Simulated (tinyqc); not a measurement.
# Area and perimeter leakage from two diodes

Question. A square diode and a finger diode leak I = JA area + JP perimeter. Find JA, JP and the side of the square at which both parts are equal.

areas (um^2): 40000  60000
perimeters (um): 800  24300
leakage currents (pA): 0.3392  2.5647000

Solution. Two linear equations give JA and JP; for a square of side a, JA a^2 = 4 JP a at a = 4 JP/JA.

JA = 6.70e-10 A/cm^2
JP = 8.90e-13 A/cm
side for equal parts = 53.1 um

Computed by the program tinyqc: `OMP_NUM_THREADS=1 python tinyqc.py 2290146 2290147 out.jsonl`, one thread of a shared Intel Xeon 2.30GHz, about 0.01 s for the whole run.
